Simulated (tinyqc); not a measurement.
# MOSFET in the linear regime without short-channel effects, parameter extraction from computed curves: extraction methods against the second mobility attenuation factor

Inversion charge Q = Cox n Vt W0(exp((Vg - VT)/(n Vt))), W0 the Lambert function and n = nf; u = Q/Cox; mobility mu = mu0/(1 + th1 u + th2 u^2); channel resistance Rch = (L - dL)/(W mu Q); Id = Vd/(Rch + Rsd/W). Cox = eps0 eox/tox. Small Vd, no channel-length or drain effects.

From the continuous curve Id(Vg): tangent at peak gm (V_ext = Vg - Id/gm); constant current Id = 0.1 uA W/L; peak of d2Id/dVg2; Y = Id/sqrt(gm) drawn through Vg = VT + 0.6 and VT + 0.8 V, with intercept VT_Y and slope s. Mobilities gm,max L/(W Cox Vd) and s^2 L/(W Cox Vd) with the drawn L. Last column: share of Rsd/W in the total resistance at VT + 0.8 V.

Values chosen for this exercise; channel values of the order met in silicon transistors:
- T = 200 K (temperature)
- eox = 8.76 (relative permittivity of the gate insulator (close to aluminium oxide))
- tox = 4.5 nm (insulator thickness)
- mu0 = 200 cm^2/(V s) (low-field mobility)
- th1 = 0.37 1/V (first mobility attenuation factor)
- VT = 0.46 V (threshold voltage)
- nf = 1.26 (body factor)
- W = 10 um (gate width)
- L = 0.18 um (drawn gate length)
- dL = 0.006 um (drawn less effective length)
- Rsd = 88 ohm um (source plus drain resistance)
- Vd = 0.025 V (drain voltage)

Constants: q = 1.602176634e-19 C, kB = 1.380649e-23 J/K, Vt = kB T/q, eps0 = 8.8541878128e-14 F/cm where lengths are in cm. Results are converted to the units shown.

Extraction methods against the second mobility attenuation factor:
columns A: th2 (1/V^2); B: V_ext (V); C: constant current (V); D: second derivative (V); E: VT_Y (V); F: mobility from gm (cm^2/(V s)); G: mobility from Y (cm^2/(V s)); H: series share (%)
```
A         B      C      D      E    F    G     H
0     0.466  0.457  0.454  0.500  155  193  9.05
0.06  0.466  0.457  0.454  0.515  154  208  8.85
0.12  0.466  0.457  0.454  0.531  154  224  8.66
0.18  0.465  0.457  0.454  0.546  153  242  8.48
0.24  0.465  0.457  0.454  0.562  153  262  8.30
0.3   0.465  0.457  0.454  0.577  152  284  8.14
0.36  0.465  0.457  0.454  0.593  152  309  7.97
```

The model has VT = 0.46 V and mu0 = 200 cm^2/(V s). Over the table the extracted thresholds move by 1.8 mV (tangent), under 0.5 mV (constant current), under 0.5 mV (second derivative), 93 mV (Y function). The mobility from gm falls from 155 to 152 and that from Y rises from 193 to 309 cm^2/(V s).

Computed by the program tinyqc: `OMP_NUM_THREADS=1 python tinyqc.py 2210131 2210132 out.jsonl`, one thread of a shared Intel Xeon 2.30GHz, about 0.01 s for the whole run.
